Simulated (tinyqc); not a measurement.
Pariser-Parr-Pople SCF with singles CI, for the molecule Fc1cc(F)c2c(c1)C=C2 (SMILES; centres numbered as the heavy atoms are written), step by step. One step of it, computed by the program tinyqc.

Problem. Iteration 2: orbitals and new P. Diagonalise F (the basis is taken as orthonormal) and form P = 2 sum c c over the lowest orbitals.

F (eV):
```
             1F         2C         3C         4C          5F         6C         7C         8C
1F   -21.261754  -2.967496   0.353848   0.024558   -0.012595  -0.130957   0.087768   0.163369
2C    -2.967496  -6.013911  -4.415169  -0.006999    0.037234   0.592141  -0.105475  -3.825957
3C     0.353848  -4.415169  -6.090212  -3.881645    0.206644   0.092072   0.537423   0.184902
4C     0.024558  -0.006999  -3.881645  -6.192174   -2.975455  -4.384544  -0.002670   0.260461
5F    -0.012595   0.037234   0.206644  -2.975455  -21.442555   0.340358  -0.012895  -0.043445
6C    -0.130957   0.592141   0.092072  -4.384544    0.340358  -6.464780  -3.761974  -0.118732
7C     0.087768  -0.105475   0.537423  -0.002670   -0.012895  -3.761974  -6.157239  -4.457572
8C     0.163369  -3.825957   0.184902   0.260461   -0.043445  -0.118732  -4.457572  -6.225539
9C     0.066630  -0.231380  -0.084445   0.535747   -0.143666   0.215197  -3.103261   0.111649
10C   -0.055131   0.088274  -0.183897  -0.055779    0.070060  -3.191905  -0.299622   0.525468

            9C        10C
1F    0.066630  -0.055131
2C   -0.231380   0.088274
3C   -0.084445  -0.183897
4C    0.535747  -0.055779
5F   -0.143666   0.070060
6C    0.215197  -3.191905
7C   -3.103261  -0.299622
8C    0.111649   0.525468
9C   -6.472295  -4.771825
10C  -4.771825  -6.377071
```

pi electrons, sum of z_r less the charge = 12

Give: orbital energies; P after iteration 2.

Solution.

orbital energies (eV): -22.043  -21.855  -14.948  -12.084  -10.958  -9.027  -3.431  -1.053  0.200  2.503

P after iteration 2:
```
         1F      2C      3C      4C      5F      6C      7C      8C
1F    1.972   0.169  -0.121  -0.015   0.004   0.065  -0.023  -0.072
2C    0.169   0.953   0.742   0.035  -0.018  -0.338   0.043   0.527
3C   -0.121   0.742   1.064   0.544  -0.078  -0.037  -0.330  -0.019
4C   -0.015   0.035   0.544   0.954   0.169   0.733  -0.023  -0.186
5F    0.004  -0.018  -0.078   0.169   1.972  -0.119   0.004   0.032
6C    0.065  -0.338  -0.037   0.733  -0.119   1.087   0.514   0.007
7C   -0.023   0.043  -0.330  -0.023   0.004   0.514   0.951   0.760
8C   -0.072   0.527  -0.019  -0.186   0.032   0.007   0.760   1.031
9C   -0.032   0.148   0.041  -0.314   0.064  -0.090   0.201  -0.021
10C   0.019  -0.047   0.132   0.036  -0.019   0.222   0.065  -0.320

         9C     10C
1F   -0.032   0.019
2C    0.148  -0.047
3C    0.041   0.132
4C   -0.314   0.036
5F    0.064  -0.019
6C   -0.090   0.222
7C    0.201   0.065
8C   -0.021  -0.320
9C    1.060   0.906
10C   0.906   0.956
```
